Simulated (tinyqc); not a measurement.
MP2 on RHF in the sto-3g basis, for H4, spin multiplicity 1, step by step. One step of it, computed by the program tinyqc.

Question. Iteration 7 (converged): orbitals. Diagonalise F' = X^T F X, C = X C', fill 2 alpha and 2 beta electrons from the bottom; D = 2 C_occ C_occ^T. Each column has its largest component positive (the first on a tie).

converged F (hartree), lower triangle:
```
           1H 1s      2H 1s      3H 1s      4H 1s
1H 1s  -0.258704
2H 1s  -0.490132  -0.306083
3H 1s  -0.103169  -0.275530  -0.305720
4H 1s  -0.002023  -0.103020  -0.489695  -0.258325
```

X, lower triangle:
```
           1H 1s      2H 1s      3H 1s     4H 1s
1H 1s   1.127033
2H 1s  -0.325789   1.191104
3H 1s   0.046229  -0.233077   1.190715
4H 1s  -0.009473   0.046187  -0.325244  1.126662
```

Give: F' = X^T F X; orbital energies; coefficients C; D after iteration 7.

Answer.

F' = X^T F X (hartree), lower triangle:
```
         1        2        3        4
1  -0.0045
2  -0.4998   0.0381
3   0.0555  -0.2745   0.0379
4   0.0041   0.0554  -0.4992  -0.0046
```

orbital energies (hartree): MO1 -0.5780, MO2 -0.4258, MO3 0.3410, MO4 0.7296

coefficients C:
```
          MO1      MO2      MO3      MO4
1H 1s  0.3256  -0.4839   0.7463  -0.6938
2H 1s  0.4169  -0.3944  -0.5688   0.9636
3H 1s  0.4161   0.3954  -0.5701  -0.9621
4H 1s  0.3246   0.4847   0.7471   0.6920
```

D after iteration 7, lower triangle:
```
         1H 1s    2H 1s   3H 1s   4H 1s
1H 1s   0.6804
2H 1s   0.6532   0.6587
3H 1s  -0.1118   0.0350  0.6590
4H 1s  -0.2578  -0.1117  0.6535  0.6807
```
